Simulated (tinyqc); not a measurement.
MOSFET in saturation, small-signal circuit and noise: one step of the calculation.

Bias by the inversion coefficient IC = I/Ispec (charge-based model with velocity saturation; weak inversion below 0.1, strong above 10). Common-source circuit: gm, gds, Cgs, Cgd and Cj at the inner nodes, Rg in series with the gate; quasi-static, no source or drain resistance, no gate-body capacitance, no substrate network, no induced gate noise, so fmax is an upper estimate.

Problem. Admittance matrix. Inner admittances at w = 2 pi f: y11 = i w (Cgs + Cgd), y12 = -i w Cgd, y21 = gm - i w Cgd, y22 = gds + i w (Cgd + Cd). Invert to Z, add Rg to Z11 and invert back to Y.

Parameters, values chosen for the exercise:
- f = 10 GHz (signal frequency)

gm = 80.156385 mS
gds = 4.1681320 mS
Cgs = 108.84838 fF
Cgd = 35.2 fF
Cd = 33.6 fF
Rg = 3.9814815 ohm

Find: inner y; Y with Rg.

Solution.

inner y (mS):
```
             1           2
1   0.00+9.05i  0.00-2.21i
2  80.16-2.21i  4.17+4.32i
```

Y with Rg (mS):
```
             1            2
1   0.33+9.04i  -0.08-2.21i
2  79.97-5.09i   4.21+5.03i
```

tinyqc, about 0.01 s, one thread, Intel Xeon 2.30GHz (shared host): `OMP_NUM_THREADS=1 python tinyqc.py 2150049 2150050 out.jsonl`
